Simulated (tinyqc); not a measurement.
Comparisons within one model: three-level Kane dispersion of a narrow-gap semiconductor. A value that a table varies takes the place of the one given here.

Zero of energy at Gamma8, c = hbar^2/2m0, P^2 = Ep c. The free-electron term and remote bands are left out, so the heavy holes are flat at E = 0 and the other three bands obey E (E - Eg)(E + Dso) = P^2 k^2 (E + 2 Dso/3). The conduction band is the highest root; its edge is Ec = max(Eg, 0).

Degenerate electrons at T = 0: kF = (3 pi^2 n)^(1/3), 1 cm^-3 = 1e-24 angstrom^-3; EF is the highest root at kF. The momentum (cyclotron, optical) mass is m(E) = hbar^2 k/(dE/dk) = c d(k^2)/dE with d(k^2)/dE = k^2 [1/E + 1/(E - Eg) + 1/(E + Dso) - 1/(E + 2 Dso/3)]; the density of states is k d(k^2)/dE/(2 pi^2).

Edge mass m0* = 3 |Eg|/(2 Ep).
Constants: hbar^2/2m0 = 3.80998211 eV angstrom^2.

Inputs chosen for the exercise (near those of grey Sn; shifted at random, so the results belong to these values and not to a real crystal): Eg = -0.415 eV (E(Gamma6) - E(Gamma8)); Dso = 0.81 eV (spin-orbit splitting); Ep = 22.2 eV (Kane energy); k = 0.038 1/angstrom (wave vector); n = 1.1e+18 cm^-3 (electron density).

## Filling the band

n from 1e15 to 1e19 cm^-3. The last column is the local power d ln(EF - Ec)/d ln n = kF^2/(1.5 (EF - Ec) d(k^2)/dE).

Results:
```
n (cm^-3)  kF (1/angstrom)  EF - Ec (meV)  parabolic (meV)   m(EF)  m(EF)/m0*  power
1.0e+15            0.00309            1.3              1.3  0.0282       1.00  0.665
1.0e+16            0.00667            6.0              6.0  0.0286       1.02  0.660
3.0e+16            0.00961           12.3             12.6  0.0293       1.04  0.653
1.0e+17            0.01436           26.7             28.0  0.0307       1.10  0.638
3.0e+17            0.02071           53.2             58.3  0.0333       1.19  0.614
1.0e+18            0.03094          109.1            130.0  0.0387       1.38  0.575
3.0e+18            0.04462          200.5            270.5  0.0474       1.69  0.532
1.0e+19            0.06665          369.4            603.6  0.0631       2.25  0.484
```

The power falls from 0.665 to 0.484: 2/3 marks a parabola, 1/3 a linear band. The parabola is within 10 % up to n = 3.0e+17 cm^-3. The mass has doubled by n = 1.0e+19 cm^-3 and ends at 2.3 times its edge value. Side valleys are left out; where they lie low (GaSb, grey Sn: about 0.1 eV) they take the electrons long before the last rows.

## Closing and inverting the gap

Eg is varied at fixed k, Dso and Ep. Edge mass: Eg (Eg + Dso)/(Ep (Eg + 2 Dso/3)) for Eg > 0, 3 |Eg|/(2 Ep) for Eg < 0. The Gamma6 weight of the conduction state is 1/(1 + P^2 k^2 [(2/3)/E^2 + (1/3)/(E + Dso)^2]).

Results:
```
Eg (eV)      m0*  highest root (eV)  middle (eV)  lowest (eV)  E - Ec (meV)  Gamma6 weight
-0.400   0.02703             0.1579      -0.4604      -0.9075         157.9          0.232
-0.200   0.01351             0.2162      -0.3469      -0.8794         216.2          0.360
-0.080   0.00541             0.2651      -0.2865      -0.8686         265.1          0.456
-0.020   0.00135             0.2939      -0.2596      -0.8643         293.9          0.506
0.020    0.00134             0.3148      -0.2431      -0.8617         294.8          0.539
0.080    0.00517             0.3487      -0.2204      -0.8583         268.7          0.588
0.200    0.01230             0.4247      -0.1822      -0.8525         224.7          0.677
0.400    0.02319             0.5718      -0.1364      -0.8454         171.8          0.787
```

The edge mass vanishes with |Eg| from both sides, yet the kinetic energy at this k stays finite, at most 294.8 meV in the table; at Eg = 0 the two-level form, without the split-off band, gives the linear value sqrt(2/3) P k = 285.3 meV. The Gamma6 weight of the conduction state goes smoothly from 0.23 to 0.79 and is 0.51 and 0.54 in the two rows next to Eg = 0: at finite k nothing jumps at the inversion.

## What each parameter does

Edge mass, EF - Ec and m(EF). Each row changes one parameter from the base and keeps the others.

Results:
```
case               m0* (m0)  EF - Ec (meV)  m(EF) (m0)
base                0.02804         115.21     0.03932
n = 2.2e+18 cm^-3   0.02804         169.66     0.04451
Eg = -0.3527 eV     0.02383         127.83     0.03681
Dso = 0.9315 eV     0.02804         114.54     0.03969
Ep = 25.53 eV       0.02438         129.78     0.03541
```

The largest shifts from the base row, up to three for each result and ties (the steps differ in size, so this ranks the rows, not the parameters). m0* (m0): Eg -0.00421, Ep -0.00366; unchanged at the printed digits by n and Dso. EF - Ec (meV): n +54.44, Ep +14.56, Eg +12.62. m(EF) (m0): n +0.00519, Ep -0.00392, Eg -0.00252.

Run: tinyqc, `OMP_NUM_THREADS=1 python tinyqc.py 1080267 1080268 out.jsonl`; Intel(R) Xeon(R) Processor @ 2.30GHz, one thread, shared host; about 0.01 s of CPU time with all checks.
